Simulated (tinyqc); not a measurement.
# Floating body of a partially depleted SOI transistor: body voltage and kink, step by step

Program tinyqc, `OMP_NUM_THREADS=1 python tinyqc.py 2182093 2182094 out.jsonl`; Intel Xeon 2.30GHz, shared host, one thread, about 0.2 s. Printed values are rounded.

Source at 0 V. Channel current Ic = 2 nf K Vt^2 [F(0) - F(Vd)](1 + la Vd), F(V) = ln^2(1 + exp((Vg - VT - nf V)/(2 nf Vt))), VT = VT0 - gb Vb. Saturation voltage Vs = 2 Vt sqrt(F(0)) + 3 Vt, excess Ve = (Vd - Vs + sqrt((Vd - Vs)^2 + 0.0004 V^2))/2, multiplication M1 = Ai Ve exp(-Bl/Ve). Each junction passes D(v) = J1 (exp(v/Vt) - 1) + J2 (exp(v/(2 Vt)) - 1). Bipolar current Ib = bb J1 (exp(Vb/Vt) - 1). The body settles where M1 (Ic + Ib) = D(Vb) + D(Vb - Vd) + Vb/Rb; drain current Id = (1 + M1)(Ic + Ib) - D(Vb - Vd).

Values chosen for this exercise; values of the order met in partially depleted silicon-on-insulator transistors: temperature T = 398 K; threshold at zero body voltage VT0 = 0.32 V; fall of the threshold per volt of body voltage gb = 0.17; slope factor nf = 1.21; gain factor per width K = 340 uA/(V^2 um); channel-length modulation factor la = 0.09 1/V; impact-ionisation prefactor Ai = 3.69 1/V; impact-ionisation voltage Bl = 6.3 V; diffusion saturation current of each junction J1 = 3.2e-9 uA/um; recombination saturation current of each junction J2 = 1.6e-6 uA/um; gain of the lateral bipolar transistor on the diffusion current bb = 0; resistance of a weak body tie to the source (1e9 stands for no tie, and the term is then dropped) Rb = 1e9 kohm um; gate voltage Vg = 0.24 V; drain voltage Vd = 2.4 V.

Constants: q = 1.602176634e-19 C, kB = 1.380649e-23 J/K, Vt = kB T/q. Results are converted to the units shown.

Range of the model: The multiplication law is an empirical form chosen for the exercise; self-heating and capacitive coupling to the body are left out, and the linear laws are rough once Vb passes about 0.7 V or M1 about 0.1.

## Starting value

Vb = 0.56 V.

Vb at the start = 0.56 V

## Iteration 1: new Vb

Current into the body I_in = M1 (Ic + Ib) - D(Vb - Vd), current out I_out = D(Vb) + Vb/Rb; f = ln(I_in/I_out), s = df/dVb by central differences over 1e-5 V, Vb(new) = Vb - f/s.

Ic = 0.732462 uA/um
Ve = 2.24304 V
M1 = 0.498960
I_in = 0.365471 uA/um
I_out = 0.0450904 uA/um
f = 2.09252
s = -24.6381 1/V
Vb after iteration 1 = 0.644930 V

## Iteration 2: new Vb

As before.

Ic = 0.927094 uA/um
Ve = 2.23627 V
M1 = 0.493245
I_in = 0.457286 uA/um
I_out = 0.489001 uA/um
f = -0.0670566
s = -26.0050 1/V
Vb after iteration 2 = 0.642352 V

## Iteration 3: new Vb

As before.

Ic = 0.920621 uA/um
Ve = 2.23649 V
M1 = 0.493424
I_in = 0.454258 uA/um
I_out = 0.454273 uA/um
f = -3.22715e-5
s = -25.9798 1/V
Vb after iteration 3 = 0.642350 V

## Course of the iteration

Stop when the step is below 1e-10 V, or after 40 iterations.

Course of the iteration:
```
iteration  Vb before the step (V)   step (V)
1                            0.56     0.0849
2                        0.644930   -2.58e-3
3                        0.642352   -1.24e-6
4                        0.642350  -2.94e-13
```

Converged in 4 iterations.

## Drain current with floating and with grounded body

converged Vb = 0.642350 V

Id and VT at the converged Vb, Id at Vb = 0, their ratio, and the bipolar share Ib/(Ic + Ib).

VT = 0.210800 V
Id, floating = 1.37487 uA/um
Id, grounded = 0.187549 uA/um
ratio = 7.33077
bipolar share = 0.00000 %

The body rises to 0.642 V and lowers the threshold by 109 mV.
